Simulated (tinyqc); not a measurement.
What moves the results: three-band tight binding of a dichalcogenide monolayer. A value that a table varies takes the place of the one given here.

Basis dz2, dxy, dx2-y2 on a triangular lattice, nearest neighbours; alpha = kx a/2, beta = sqrt3 ky a/2. h0 = e1 + 2 t0 (cos 2alpha + 2 cos alpha cos beta); h1 = -2 sqrt3 t2 sin alpha sin beta + 2i t1 (sin 2alpha + sin alpha cos beta); h2 = 2 t2 (cos 2alpha - cos alpha cos beta) + 2i sqrt3 t1 cos alpha sin beta; h11 = e2 + 2 t11 cos 2alpha + (t11 + 3 t22) cos alpha cos beta; h22 = e2 + 2 t22 cos 2alpha + (3 t11 + t22) cos alpha cos beta; h12 = sqrt3 (t22 - t11) sin alpha sin beta + 4i t12 sin alpha (cos alpha - cos beta) + i lam sz. H = [[h0, h1, h2], [., h11, h12], [., ., h22]], Hermitian; the lowest band of each spin is filled. K = (4 pi/3a, 0), M = (pi/a, pi/(sqrt3 a)).

Constants: hbar^2/2m0 = 3.80998211 eV angstrom^2.

Inputs chosen for the exercise (near a published set for monolayer MoSe2; the results hold for these values, not for the real material): a = 3.335 angstrom (lattice constant); e1 = 0.921 eV (level of dz2); e2 = 2.079 eV (level of dxy and dx2-y2); t0 = -0.192 eV (hopping); t1 = 0.314 eV (hopping); t2 = 0.461 eV (hopping); t11 = 0.215 eV (hopping); t12 = 0.292 eV (hopping); t22 = 0.128 eV (hopping); lam = 0.091 eV (spin-orbit constant).

## Three bands against the two-band Dirac model at K

Masses from central differences along kx with step 0.002 1/angstrom, c = hbar^2/2m0; Berry curvature of the valence band from a counter-clockwise plaquette of side 0.001 1/angstrom, Omega = -arg(product of overlaps)/area. Two-band model: coupling A = (3 a/(2 sqrt2))(t1 + sqrt3 t2) between valence and conduction states, mass c G/A^2 for both, Omega_v = 2 A^2/G^2. sz = 0 drops the spin-orbit term.

At K:
```
sz  G (eV)  m_c (m0)  m_v (m0)  two-band mass  Omega_v (angstrom^2)  two-band Omega
1   1.3588     0.487     0.657          0.334                16.740          16.775
0   1.4498     0.527     0.750          0.357                14.704          14.735
-1  1.5408     0.569     0.857          0.379                13.018          13.046
```

A = 3.9352 eV angstrom

Without spin-orbit coupling the electron mass is 0.527 and the hole mass 0.750, against 0.357 for both in the two-band model: the third band and the curvature of the diagonal terms break the symmetry. The Berry curvature is -0.2 % from the two-band value. The smaller gap (sz = +1) has the larger curvature, by a factor 1.29.

## All hoppings scaled

The six hoppings are multiplied by f; e1, e2 and lam stay (real strain also moves e1 and e2, so this is no model of it). Closed forms: Ev(K) = e2 - (3/2)(t11 + t22) - 3 sqrt3 t12 + lam, Ec(K) = e1 - 3 t0, Ev(Gamma) = e1 + 6 t0.

Gaps (eV):
```
f     direct gap at K  Ev(K) - Ev(Gamma)  Ec(K) - top of valence band
0.85           0.9676             0.5012                       0.9676
0.90           1.0980             0.4572                       1.0980
0.94           1.2023             0.4220                       1.2023
0.97           1.2805             0.3956                       1.2805
1.00           1.3588             0.3692                       1.3588
1.03           1.4370             0.3428                       1.4370
1.06           1.5152             0.3164                       1.5152
1.10           1.6196             0.2812                       1.6196
```

The direct gap changes by +26.1 meV for each per cent of f. The top of the valence band stays at K over the range.

## What each parameter does

Spin up: gap at K, Ev(K) - Ev(Gamma), and masses at K by central differences along kx with step 0.002 1/angstrom, c = hbar^2/2m0. Each row changes one parameter from the base and keeps the others.

Results:
```
case            gap at K (eV)  K - Gamma (eV)  m_c (m0)  m_v (m0)
base                   1.3588          0.3692     0.487     0.657
e1 = 0.951 eV          1.3888          0.3392     0.505     0.686
t11 = 0.185 eV         1.3138          0.4142     0.460     0.606
t12 = 0.322 eV         1.5147          0.2133     0.557     0.910
lam = 0.061 eV         1.3888          0.3392     0.500     0.687
t22 = 0.098 eV         1.3138          0.4142     0.460     0.600
t2 = 0.431 eV          1.3588          0.3692     0.530     0.801
```

The largest shifts from the base row, up to three for each result and ties (the steps differ in size, so this ranks the rows, not the parameters). gap at K (eV): t12 +0.1559, t11 -0.0450, t22 -0.0450; unchanged at the printed digits by t2. K - Gamma (eV): t12 -0.1559, t11 +0.0450, t22 +0.0450; unchanged at the printed digits by t2. m_c (m0): t12 +0.070, t2 +0.043, t22 -0.026, t11 -0.026. m_v (m0): t12 +0.253, t2 +0.144, t22 -0.057. t2 couples dz2 to the other orbitals and vanishes at K and Gamma, so only the masses feel it.

Run: tinyqc, `OMP_NUM_THREADS=1 python tinyqc.py 1452638 1452639 out.jsonl`; Intel(R) Xeon(R) Processor @ 2.30GHz, one thread, shared host; about 0.01 s of CPU time with all checks.
